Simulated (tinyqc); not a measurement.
Undoped gate-all-around wire MOSFET, analytic charge model: one step of the calculation.

An undoped round wire of radius R under an insulator shell and a surrounding gate; long channel, electrons only, n = ni exp((psi - V)/Vt) with V the quasi-Fermi potential (0 at the source, Vd at the drain), constant mobility, no quantisation. The radial Poisson equation gives n(r) = n(0)/(1 - (1 - b) r^2/R^2)^2 with b = Q0/(Q + Q0). Q is the electron charge per area of the wire surface.

Problem. Drain current and line charge. Q solves Vg - V0 - V = Q/Cox + Vt ln(Q/Q0) + Vt ln(1 + Q/Q0). I = mu (2 pi R/L)[2 Vt (Qs - Qd) + (Qs^2 - Qd^2)/(2 Cox) + Vt Q0 ln((Qd + Q0)/(Qs + Q0))], with Qs at V = 0 and Qd at V = Vd. Electrons per length at the source: 2 pi R Qs/q; surface over centre density: (1 + Qs/Q0)^2.

Parameters, values chosen for the exercise; material values close to those of silicon: temperature T = 350 K; wire radius R = 3 nm; channel mobility mu = 280 cm^2/(V s); gate length L = 0.2 um; drain voltage Vd = 0.1 V.

Constants: q = 1.602176634e-19 C, kB = 1.380649e-23 J/K, Vt = kB T/q. Results are converted to the units shown.

Qs = 3565.9875 nC/cm^2
Qd = 2833.1287 nC/cm^2
Cox = 8.4300748 uF/cm^2
Q0 = 420.15584 nC/cm^2

Give: first term; second term; third term; I; electrons per length; surface over centre density.

Solution.

first term = 1.167 uA
second term = 7.340 uA
third term = -0.06794 uA
I = 8.439 uA
electrons per length = 4.195 1/nm
surface over centre density = 90.01

The square-law term makes up 87.0 % of the current.

Program tinyqc, `OMP_NUM_THREADS=1 python tinyqc.py 2460102 2460103 out.jsonl`; Intel Xeon 2.30GHz, shared host, one thread, about 0.03 s.
